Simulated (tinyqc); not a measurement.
Energy relaxation with and without hot phonons: decay of LO phonons and the hot-phonon bottleneck in the cooling of electrons. Computed by tinyqc, a small Python program. Command: `OMP_NUM_THREADS=1 python tinyqc.py 3020766 3020767 out.jsonl hotphonon walk`. One thread of a shared host (Intel(R) Xeon(R) Processor @ 2.30GHz), about 0.01 s of CPU time with the checks.

n(E, T) = 1/(exp(E/(k_B T)) - 1) is the Bose occupation. Electrons have a temperature T_e; the LO modes within their reach share one occupation N; the decay products stay at the lattice temperature.

Inputs (values chosen for the exercise, modelled on gallium nitride):

| quantity | value | unit |
|---|---|---|
| LO energy hbar omega | 91 | meV |
| lifetime at T = 0, tau_0 | 2.6 | ps |
| share f of the energy in the softer product | 0.26 | - |
| lattice temperature T | 300 | K |
| electron mass m* | 0.201 | m_0 |
| eps_inf | 5.46 | - |
| static dielectric constant eps_s | 9.36 | - |
| electron density n | 3.4e+17 | 1/cm^3 |
| density of LO modes that the electrons reach, N_m | 1.3e+19 | 1/cm^3 |

Decay channel: two unequal phonons (Ridley).

Constants: k_B = 8.617333262e-05 eV/K; c = 299792458 m/s; e^2/(4 pi eps_0) = 14.39964548 eV angstrom; hbar^2/(2 m_0) = 3.80998212 eV angstrom^2; hbar = 6.582119569e-16 eV s; e = 1.602176634e-19 C; k_B = 1.380649e-23 J/K.

Method:
- Decay rate 1/tau = (1/tau_0) [1 + n(f hbar omega) + n((1 - f) hbar omega)].
- Full width Gamma = 1/(2 pi c tau) in 1/cm, c in cm/s.
- Froehlich coupling alpha = (e^2/(4 pi eps_0)) (1/eps_inf - 1/eps_s) k_0/(2 hbar omega), k_0 = sqrt(m* hbar omega/(hbar^2/(2 m_0))); emission time tau_sp = hbar/(2 alpha hbar omega); bottleneck ratio r = (n/N_m) tau/tau_sp.
- Net emission per electron: [(N + 1) x - N]/tau_sp with x = exp(-hbar omega/(k_B T_e)), a simple two-level balance; steady state of the modes: n [(N + 1) x - N]/tau_sp = N_m (N - N_0)/tau; power per electron P = hbar omega [(N + 1) x - N]/tau_sp.
- P(T_e) = (hbar omega/tau_sp) [(N_0 + 1) x - N_0]/[1 + r (1 - x)], and r = 0 without hot phonons; energy relaxation time tau_E = (3/2) k_B (T_e - T)/P.

emission time tau_sp = 8.64491 fs

equilibrium LO occupation N_0 = 0.0305011

bottleneck ratio r = 4.50075

phonon lifetime tau = 1.48768 ps

Cooling:

| T_e (K) | P, cold phonons (nW) | P, hot phonons (nW) | ratio | tau_E (ps) | N |
|---|---|---|---|---|---|
| 330 | 19.400 | 3.6485 | 5.3173 | 0.17029 | 0.040238 |
| 380 | 56.490 | 10.819 | 5.2212 | 0.15313 | 0.059374 |
| 450 | 114.86 | 22.654 | 5.0701 | 0.13713 | 0.090956 |
| 600 | 247.56 | 52.378 | 4.7264 | 0.11862 | 0.17028 |
| 800 | 412.82 | 96.040 | 4.2985 | 0.10782 | 0.28680 |
| 1100 | 614.00 | 162.54 | 3.7775 | 0.10193 | 0.46428 |
| 1600 | 846.82 | 266.75 | 3.1745 | 0.10093 | 0.74237 |
| 2300 | 1046.7 | 393.92 | 2.6570 | 0.10515 | 1.0817 |

Reabsorption cuts the loss by a factor 5.32 at the lowest T_e and 2.66 at the highest; the factor is 1 + r (1 - x) with r = 4.50. tau_E runs from 0.17 to 0.11 ps, with its shortest value, 0.10 ps, at T_e = 1600 K, against tau_sp = 8.6 fs and a phonon lifetime of 1.5 ps. Pauli blocking is left out, as are upper valleys and non-parabolic bands, which can matter above about 1000 K.

Extremes, crossings and ranges named in words are read from the listed rows.
